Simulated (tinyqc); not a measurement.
# Off-state leakage of single and stacked transistors: leakage components against the temperature

n-channel devices of unit width. Subthreshold current I(Vg, Vs, Vd) = I0 (T/300 K)^0.5 exp[(Vg - Vs - VT(T) - gb (Vs - Vb) + dd (Vd - Vs))/(nf Vt)] (1 - exp(-(Vd - Vs)/Vt)), VT(T) = VT - cT (T - 300 K). Gate-edge tunnelling Ig (Vd/1 V) exp(ag (Vd - 1 V)), for a gate at 0 V, and band-to-band leakage Ab u exp(-Bb/u), u = Vd - Vb + 1 V, flow at a drain held at V; both are taken as independent of T. In a stack of off transistors (all gates at 0 V) the same subthreshold current passes through each.

One transistor with Vg = Vs = 0, Vd = V; stack factor I(one)/I(two in series).

Parameters, values chosen for the exercise; values of the order met in bulk silicon logic transistors: supply voltage V = 1.1 V; threshold at 300 K, zero drain and body bias VT = 0.34 V; fall of the threshold with temperature cT = 0.6 mV/K; current at threshold at 300 K I0 = 0.62 uA/um; slope factor nf = 1.17; drain-induced lowering per volt dd = 0.09; rise of the threshold per volt of source-body bias gb = 0.08; gate-edge tunnelling current at 1 V Ig = 7e-5 uA/um; exponential slope of the gate current ag = 5.8 1/V; prefactor of band-to-band leakage at the drain Ab = 10 uA/(um V); its exponential voltage Bb = 29 V; body voltage Vb = 0 V.

Constants: q = 1.602176634e-19 C, kB = 1.380649e-23 J/K, Vt = kB T/q. Results are converted to the units shown.

The same in every row: gate edge (nA/um) = 0.13752; band-to-band (nA/um) = 0.021126.

Results:
```
T (K),subthreshold (nA/um),total (nA/um),stack factor,largest part
250,0.012119,0.17077,39.294,gate edge
275,0.058024,0.21667,28.468,gate edge
300,0.21480,0.37345,21.820,subthreshold
325,0.65223,0.81088,17.466,subthreshold
375,3.8856,4.0443,12.306,subthreshold
400,8.0485,8.2072,10.703,subthreshold
425,15.331,15.489,9.4774,subthreshold
```

Estimate the missing row, T = 350 K.

Computed row:
```
T (K),subthreshold (nA/um),total (nA/um),stack factor,largest part
350,1.6946,1.8532,14.463,subthreshold
```

With this row back in the table: As T goes from 250 to 425, the total leakage rises from 0.171 to 15.5 nA/um. The gate edge part leads at T = 250, the subthreshold part from 300 on. The subthreshold part doubles every 26.9 K between the last two rows. The reduction by a stack of two falls from 39.3 to 9.48, for the subthreshold part alone.

Computed by the program tinyqc: `OMP_NUM_THREADS=1 python tinyqc.py 2242117 2242118 out.jsonl`, one thread of a shared Intel Xeon 2.30GHz, about 0.04 s for the whole run.
